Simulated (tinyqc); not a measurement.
A discretised effective-mass wire between two leads, recursive Green functions: transmission against energy.

Finite differences on a grid of step a give a chain with hopping -t, t = C/(m a^2), C = hbar^2/(2 m0), and site energies 2 t + U_i for the N = 7 sites of the device; the semi-infinite leads have site energy 2 t. Each slice is one site, and V = -t couples neighbouring slices.

Sigma = t^2 g(E - 2 t), g(x) = (x - i sqrt(4 t^2 - x^2))/(2 t^2) for |x| < 2 t and (x - sign(x) sqrt(x^2 - 4 t^2))/(2 t^2) otherwise; Gamma = i (Sigma - Sigma^dagger); both leads give the same. Forward pass: g_1 = (E - H_1 - Sigma)^(-1), g_i = (E - H_i - V g_(i-1) V^dagger)^(-1), with Sigma also subtracted on the last slice; G_(i,1) = g_i V G_(i-1,1), starting from g_1. H_i is the block of slice i, its site energy. T(E) = Tr[Gamma G_(N,1) Gamma G_(N,1)^dagger].

Parameters, values chosen for the exercise:
```
symbol                        value  unit                        meaning
m                             0.042    m0                 effective mass
a                                 1    nm                      grid step
U       [0, 0.24, 0.24, 0, 0, 0, 0]    eV  potential on the sites 1 to N
```

Constants: q = 1.602176634e-19 C, hbar = 1.054571817e-34 J s, m0 = 9.1093837015e-31 kg, hbar^2/(2 m0) = 0.0380998212 eV nm^2. Results are converted to the units shown.

Transmission against energy:
```
E (eV)  open modes     T(E)  T(E) per open mode
0.007            1  0.07954             0.07954
0.047            1   0.3738              0.3738
0.086            1   0.5291              0.5291
0.125            1   0.6270              0.6270
0.165            1   0.6958              0.6958
0.204            1   0.7446              0.7446
0.244            1   0.7826              0.7826
0.283            1   0.8117              0.8117
0.322            1   0.8352              0.8352
0.362            1   0.8551              0.8551
0.401            1   0.8712              0.8712
0.441            1   0.8853              0.8853
0.48             1   0.8970              0.8970
```

What does the table show?

T(E) lies between 0.0795 (E = 0.007 eV) and 0.897 (E = 0.48 eV) in these rows. The leads offer 1 open mode(s), of which the mean share 0.69 is transmitted.

tinyqc, about 0.02 s, one thread, Intel Xeon 2.30GHz (shared host): `OMP_NUM_THREADS=1 python tinyqc.py 2660130 2660131 out.jsonl`
